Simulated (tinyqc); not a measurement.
# Worked calculation: interface traps from C-V curves, high-low and Terman methods

tinyqc, about 0.01 s, one thread, Intel Xeon 2.30GHz (shared host): `OMP_NUM_THREADS=1 python tinyqc.py 2030041 2030042 out.jsonl` Printed values are rounded.

MOS capacitor on an n-type substrate; psi is the band bending, negative in depletion; only majority carriers are counted. At the bending psi the Fermi level lies y = xi - psi below the conduction edge at the surface, xi = Vt ln(Nc/Nd). Dit(y) = D0 + D1 exp(-y/E1); traps fill up to the Fermi level, follow the bias and a slow signal, and do not follow a fast one. V is the gate voltage from flat band.

Inputs (values chosen for the exercise); band and dielectric values close to those of silicon: temperature T = 300 K; relative permittivity eps_r = 11.7; conduction-band density of states at T Nc = 2.84e19 cm^-3; donor density Nd = 2.7e16 cm^-3; equivalent oxide thickness EOT = 9 nm; trap density far from the band edge D0 = 1.2e11 cm^-2 eV^-1; band-tail density at the conduction edge D1 = 2.8e12 cm^-2 eV^-1; decay energy of the tail E1 = 0.15 eV; points n = 10; deepest band bending pa = -0.59 V; shallowest band bending pb = -0.039 V.

Constants: q = 1.602176634e-19 C, kB = 1.380649e-23 J/K, Vt = kB T/q, eps0 = 8.8541878128e-14 F/cm where lengths are in cm. Results are converted to the units shown.

Range of the model: Traps more than about 25 kB T below the conduction edge emit electrons too slowly to follow an ordinary sweep, so the deepest points are idealised.

## The curves

Cox = 3.9 eps0/EOT, LD = sqrt(eps0 eps_r Vt/(q Nd)), u = psi/Vt, Cd = (eps0 eps_r/(sqrt(2) LD)) |exp(u) - 1|/sqrt(exp(u) - u - 1). Ideal V0 = psi - sqrt(2) (eps0 eps_r Vt/LD) sqrt(exp(u) - u - 1)/Cox for psi < 0; the traps add dV = (q/Cox) times the integral of Dit from 0 to psi = (q/Cox) [D0 psi + D1 E1 exp(-xi/E1) (exp(psi/E1) - 1)]. 1/C_HF = 1/Cox + 1/Cd, 1/C_LF = 1/Cox + 1/(Cd + q Dit). Take n equally spaced psi from pa to pb.

```
point	psi (V)	y (eV)	Dit (cm^-2 eV^-1)	V0 (V)	V (V)	C_HF (nF/cm^2)	C_LF (nF/cm^2)
0	-0.590000	0.769886	1.36524e11	-0.775330	-0.856724	54.1308	69.5144
1	-0.528778	0.708664	1.44852e11	-0.703763	-0.781567	56.8567	72.8709
2	-0.467556	0.647442	1.57379e11	-0.631544	-0.705497	60.0723	77.0675
3	-0.406333	0.586219	1.76218e11	-0.558534	-0.628238	63.9496	82.4229
4	-0.345111	0.524997	2.04554e11	-0.484530	-0.549391	68.7616	89.3940
5	-0.283889	0.463775	2.47172e11	-0.409229	-0.468353	74.9749	98.6457
6	-0.222667	0.402553	3.11271e11	-0.332133	-0.384175	83.4704	111.184
7	-0.161444	0.341331	4.07677e11	-0.252320	-0.295255	96.1356	128.671
8	-0.100222	0.280108	5.52674e11	-0.167754	-0.198539	117.502	154.237
9	-0.039000	0.218886	7.70755e11	-0.072892	-0.086950	157.918	193.866
```

Cox = 383.681 nF/cm^2

At the deepest bending the traps stretch the gate voltage from -0.775 to -0.857 V.

## High-low extraction

q Dit = (1/C_LF - 1/Cox)^(-1) - (1/C_HF - 1/Cox)^(-1) at each point.

Dit by high-low, point 0 to 9 (cm^-2 eV^-1): 1.36524e11  1.44852e11  1.57379e11  1.76218e11  2.04554e11  2.47172e11  3.11271e11  4.07677e11  5.52674e11  7.70755e11

With a true high-frequency curve this returns Dit exactly.

## Terman extraction

psi at each point follows from C_HF and the ideal curve. Dit = (Cox/q) d(V - V0)/dpsi by central differences over the two neighbours.

Dit by Terman, point 1 to 8 (cm^-2 eV^-1): 1.45548e11  1.58425e11  1.77792e11  2.06921e11  2.50732e11  3.16625e11  4.15731e11  5.64788e11

The differences overstate the curved tail; the largest error is 2.2 %, at point 8.
